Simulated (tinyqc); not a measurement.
Speciation in dilute and buffered hydrofluoric acid, oxide etch rate and bath loading. Changing the HF added. Computed by tinyqc, a small Python program. Command: `OMP_NUM_THREADS=1 python tinyqc.py 3121545 3121546 out.jsonl hfetch sweep`. One thread of a shared host (Intel(R) Xeon(R) Processor @ 2.30GHz), about 0.01 s of CPU time with the checks.

Concentrations stand for activities, NH4+ and Cl- are spectators, and water ionisation is neglected. H, F and HF2 denote the ions H+, F- and HF2-. The base temperature is 298 K.

Inputs (values chosen for the exercise, of the order of those for thermal oxide at room temperature):

| quantity | value | unit |
|---|---|---|
| NH4F added | 0.071 | mol/L |
| HCl added | 0 | mol/L |
| K1 = [H][F]/[HF] | 0.000646 | mol/L |
| K2 = [HF2]/([HF][F]) | 3.46 | L/mol |
| K3 = [H2F2]/[HF]^2 | 2.35 | L/mol |
| rate constant of neutral HF k_a | 16 | nm L/(min mol) |
| rate constant of HF2 k_b | 69 | nm L/(min mol) |
| activation energy | 0.37 | eV |
| temperature error | 2.5 | K |
| oxide removed per wafer | 140 | nm |

Constants: k_B = 8.617333262e-05 eV/K.

Method:
- Fluoride balance: [HF] + [F] + 2 [HF2] + 2 [H2F2] = HF added + NH4F added. Acid balance: [H] + [HF] + [HF2] + 2 [H2F2] = HF added + HCl added. For a trial [H], [HF] = [H][F]/K1, and the fluoride balance is a quadratic in [F].
- The root is refined to 1e-13 in pH = -log10 [H].
- Rate = k_a ([HF] + 2 [H2F2]) + k_b [HF2], an empirical two-term form.
- Time = oxide/rate; a temperature error changes the rate by exp((E_a/k_B)(1/298 - 1/(298 + error))) - 1.

One run for each value:

| HF added (mol/L) | etch rate (nm/min) | pH | share of HF2 in the rate (%) | [HF2] (mol/L) |
|---|---|---|---|---|
| 0.028 | 0.700 | 3.6911 | 47.423 | 0.004808 |
| 0.067 | 1.589 | 3.3121 | 42.995 | 0.009901 |
| 0.160 | 3.501 | 2.9370 | 35.670 | 0.018097 |
| 0.370 | 7.388 | 2.5830 | 26.605 | 0.028487 |
| 0.890 | 16.320 | 2.2261 | 17.350 | 0.041035 |
| 2.100 | 36.322 | 1.8966 | 10.484 | 0.055190 |
| 5.000 | 83.489 | 1.5898 | 6.083 | 0.073603 |

Over the rows, etch rate (nm/min) rises from 0.700 to 83.5 (exponent d ln y / d ln x about 0.92 throughout); pH falls from 3.69 to 1.59; share of HF2 in the rate (%) falls from 47.4 to 6.08 (exponent d ln y / d ln x -0.11 between the first rows and -0.63 between the last). At the low end the exponent of etch rate is 0.94, close to 1: the rate follows the acid added.  Left out: 0.00500, 0.0120 (the load would use up most of the acid).
